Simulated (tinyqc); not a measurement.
Rapid thermal processing of a wafer: radiative balance, ramp and cooling, pattern effects, pyrometer error and spike budget. From equivalent time, total back to ramp rate. Computed by tinyqc, a small Python program. Command: `OMP_NUM_THREADS=1 python tinyqc.py 3112370 3112371 out.jsonl rtp inv`. One thread of a shared host (Intel(R) Xeon(R) Processor @ 2.30GHz), about 0.1 s of CPU time with the checks.

The wafer is opaque and uniform through its thickness unless said otherwise; temperatures in formulas are in kelvin (C + 273.15). sigma = 5.670374419e-12 W/(cm^2 K^4).

Inputs (values chosen for the exercise, modelled on a hot silicon wafer): wafer thickness d = 775 micrometre; heat capacity per volume C = 2.24 J/(cm^3 K); thermal conductivity k = 0.23 W/(cm K); emissivity eps of each face = 0.66; reflectivity of the chamber walls r = 0.74; gas heat-transfer coefficient h, both faces together = 1.9 mW/(cm^2 K); wall temperature T_w = 350 K; process temperature = 1080 C; starting temperature = 500 C; activation energy of the process E_a = 2.7 eV.

Constants: k_B = 8.617333262e-05 eV/K.

Method:
- Effective emissivity between parallel grey plates: eps_eff = 1/(1/eps + 1/(1 - r) - 1). Loss per area q(T) = 2 eps_eff sigma (T^4 - T_w^4) + h (T - T_w).
- Absorbed power during a ramp = q(T) + C d x ramp rate; thermal time constant tau = C d/(dq/dT), dq/dT = 8 eps_eff sigma T^3 + h; natural cooling rate q/(C d); front-to-back difference under one-sided heating at the end of the ramp = (absorbed power) d/(2 k).
- Cooling with the lamps off: C d dT/dt = -q(T), integrated adaptively (relative tolerance 1e-10).
- Spike anneal: linear ramp to the peak, then lamps off. Equivalent time at the peak = int exp(-(E_a/k_B)(1/T - 1/T_peak)) dt; estimate (k_B T^2/E_a)(1/ramp rate + 1/cooling rate). The ramp part uses 4000 trapezoid steps, the cooling part 4000 steps over 4 tau.
- Time within 50 K of the peak from the same curves.

Problem. A run gave the result below. Find the ramp rate, known to lie between 240 and 480 K/s.

equivalent time, total = 1.21423 s

Solution.

Each step takes the trial c = (a f_b - b f_a)/(f_b - f_a), f being the result less the target and a, b, c the logarithms of the listed values; c replaces end b, the old b replaces a if the sign of f changed, and otherwise f_a is halved.

Scan of the range:
```
ramp rate (K/s)  equivalent time, total (s)
240                                 1.24655
269                                 1.22232
302                                 1.20040
339                                 1.18090
381                                 1.16336
428                                 1.14781
480                                 1.13415
```

False position (Illinois rule, in the logarithm of the input) inside the bracket:
```
step    end a    end b    trial  equivalent time, total (s)
1     269.000  302.000  280.733                     1.21393
2     269.000  280.733  279.915                     1.21450
3     280.733  279.915  280.300                     1.21423
4     279.915  280.300  280.300                     1.21423
```

Equivalent time, total falls at every point of a 13-point scan of the range (every second point is shown), so one value fits; it is bracketed by 269 and 302. Answer: ramp rate = 280.3 K/s.
